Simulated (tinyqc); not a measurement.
What each parameter does: Wannier functions of a composite (isolated) pair of valence bands (bonds of an sp chain).

Each atom has a hybrid pointing left (<) and right (>). H(k): diagonal +V3 on A, -V3 on B; <A<|A>> = -V1a, <B<|B>> = -V1b, <A>|B<> = -V2, <B>|A<> = -V2p exp(ik); k in 1/a, Bloch sums with exp(ikR). The two lowest bands are filled. Trial functions in cell 0: g1 = cos(c) A> + sin(c) B<, and g2 = sin(c) B> + cos(c) A< of cell 1, whose Bloch vector has cos(c) exp(-ik) on A<. Projection A_mn = <psi_m|g_n>, S = A^+ A, Loewdin U = A S^(-1/2), Bloch-like states w_n = sum_m psi_m U_mn, H_W(k) = U^+ diag(E) U. P = sum_m |psi_m><psi_m| is free of phase choices, and S = g^+ P g, w = P g S^(-1/2).

Inputs chosen for the exercise: V2 = 4.68 eV (coupling in the bond A-B inside the cell); V2p = 3.77 eV (coupling in the bond to the next cell); V1a = 1.72 eV (coupling of the two hybrids on A); V1b = 0.62 eV (the same on B); V3 = 0.5 eV (A at +V3, B at -V3); c = 35 degrees (trial bonds cos(c) on A, sin(c) on B); xb = 0.57 a (position of B (A at 0)).

N = 12: centres, total spread (point-like hybrids at R and R + xb) and H_12(0).

One parameter was then changed.

Results before and after:
```
case     centre 1 (a)  centre 2 (a)  total spread (a^2)  H_12(0) (eV)
base           0.3094        0.7619              0.1317       -0.3415
changed        0.3098        0.7615              0.1324       -0.4515
```

Which of these changes was made? (a) V1a = 1.92 eV; (b) V1b = 0.82 eV; (c) xb = 0.62 a; (d) V2 = 5.08 eV; (e) V2p = 4.17 eV; (f) V3 = 0.9 eV.

Answer: (b) V1b = 0.82 eV. Of the candidates, run in turn, only this one gives the changed row.

All candidates:
```
case           centre 1 (a)  centre 2 (a)  total spread (a^2)  H_12(0) (eV)
base                 0.3094        0.7619              0.1317       -0.3415
V2 = 5.08 eV         0.3076        0.7614              0.1313       -0.3405
V2p = 4.17 eV        0.3100        0.7641              0.1313       -0.3402
V1a = 1.92 eV        0.3079        0.7632              0.1329       -0.3402
V1b = 0.82 eV        0.3098        0.7615              0.1324       -0.4515
V3 = 0.9 eV          0.3321        0.7406              0.1279       -0.3693
xb = 0.62 a          0.3369        0.7900              0.1364       -0.3415
```

Program tinyqc; command `OMP_NUM_THREADS=1 python tinyqc.py 1450868 1450869 out.jsonl`; about 0.3 s on one thread of a shared Intel(R) Xeon(R) Processor @ 2.30GHz.
